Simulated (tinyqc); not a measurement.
# Read current of a NAND string, cells in series solved by shooting: what changes with what

Cells in series, numbered from 0 at the source line (0 V) to the bit line, each followed by a gap resistance Rg. A cell with gate Vg, threshold VT, source Vs and drain Vd passes I = 2 nf K Vt^2 [F(Vs) - F(Vd)]/(1 + th max(Vg - VT, 0)), F(V) = ln^2(1 + exp((Vg - VT - nf V)/(2 nf Vt))). The selected cell has Vg = Vr, the others Vg = Vp.

Inputs (values chosen for the exercise); values of the order met in vertical NAND strings:
```
symbol,value,unit,meaning
T,300,K,temperature
K,3.4,uA/V^2,gain factor of a cell
nf,1.3,,slope factor
th,0.11,1/V,mobility reduction factor
Rg,1.3,kohm,resistance of the gap between cells
Vbl,0.3,V,bit-line voltage
Vp,6.8,V,pass voltage
Ve,-2.3,V,threshold of an erased cell
Vh,3.3,V,threshold of the highest state
Vx,2.2,V,threshold of the selected cell
Is,20,nA,sensing current
Vr,3.34,V,read voltage on the selected word line
```

Constants: q = 1.602176634e-19 C, kB = 1.380649e-23 J/K, Vt = kB T/q. Results are converted to the units shown.

Each table varies one quantity; the others keep the values above.

## Read current against the number of cells

For a trial current I start at 0 V and, cell by cell, solve for the drain: sqrt(F(Vd)) = sqrt(F(Vs) - I/k), k = 2 nf K Vt^2/(1 + th max(Vg - VT, 0)), Vd = [Vg - VT - 2 nf Vt ln(exp(sqrt F) - 1)]/nf, then add I Rg. The string current is the I for which the last node reaches Vbl. The apparent threshold is the Vr at which I = Is. Background: all other cells erased (VT = Ve) or all in the highest state (VT = Vh); ratio and shift are high over erased and high minus erased. The selected cell is in the middle, cell n/2.

Result of one run:
columns A: n; B: I, others erased (uA); C: I, others high (uA); D: ratio; E: apparent VT, erased (V); F: apparent VT, high (V); G: background shift (mV)
```
A         B        C       D      E      F      G
64  0.06526  0.03660  0.5608  2.369  2.415  46.42
```

What becomes of these results when the number of cells n is changed from 64 to 96, all else the same?

Result of the changed run:
columns A: n; B: I, others erased (uA); C: I, others high (uA); D: ratio; E: apparent VT, erased (V); F: apparent VT, high (V); G: background shift (mV)
```
A         B        C       D      E      F      G
96  0.04442  0.02462  0.5543  2.397  2.494  96.78
```

The whole series:
columns A: n; B: I, others erased (uA); C: I, others high (uA); D: ratio; E: apparent VT, erased (V); F: apparent VT, high (V); G: background shift (mV)
```
A         B        C       D      E      F      G
8    0.3623   0.2444  0.6746  2.320  2.325  5.443
16   0.2198   0.1351  0.6145  2.327  2.338  10.93
32   0.1229  0.07121  0.5796  2.341  2.363  22.07
64  0.06526  0.03660  0.5608  2.369  2.415  46.42
96  0.04442  0.02462  0.5543  2.397  2.494  96.78
```

With erased neighbours the current falls from 0.362 to 0.0444 uA, as n^(-0.72) between the first two rows and n^(-0.95) between the last two (-1 once the series resistance rules). The ratio falls from 0.675 to 0.554 and the background shift rises from 5.44 to 96.8 mV.

## Effect of the bit-line voltage

Same model as above.

The string has 32 cells and the selected one is cell 16.

Results:
columns A: Vbl (V); B: I, others erased (uA); C: I, others high (uA); D: ratio; E: apparent VT, erased (V); F: apparent VT, high (V); G: background shift (mV)
```
A          B        C       D      E      F      G
0.1  0.04221  0.02484  0.5885  2.375  2.508  132.8
0.2  0.08319  0.04858  0.5840  2.342  2.366  24.56
0.3   0.1229  0.07121  0.5796  2.341  2.363  22.07
0.5   0.1978   0.1131  0.5717  2.341  2.363  21.99
0.6   0.2327   0.1322  0.5682  2.341  2.363  21.99
0.7   0.2656   0.1502  0.5654  2.341  2.363  21.99
0.8   0.2962   0.1669  0.5633  2.341  2.363  21.99
```

Estimate the missing row, Vbl = 0.4 V.

Computed row:
columns A: Vbl (V); B: I, others erased (uA); C: I, others high (uA); D: ratio; E: apparent VT, erased (V); F: apparent VT, high (V); G: background shift (mV)
```
A         B        C       D      E      F      G
0.4  0.1611  0.09271  0.5755  2.341  2.363  21.99
```

With this row back in the table: As Vbl goes from 0.1 to 0.8 V, the current with erased neighbours rises from 0.0422 to 0.296 uA, that with high neighbours rises from 0.0248 to 0.167 uA and the ratio falls from 0.588 to 0.563. The background shift falls from 133 to 22.0 mV.

Computed by the program tinyqc: `OMP_NUM_THREADS=1 python tinyqc.py 2142018 2142019 out.jsonl`, one thread of a shared Intel Xeon 2.30GHz, about 0.3 s for the whole run.
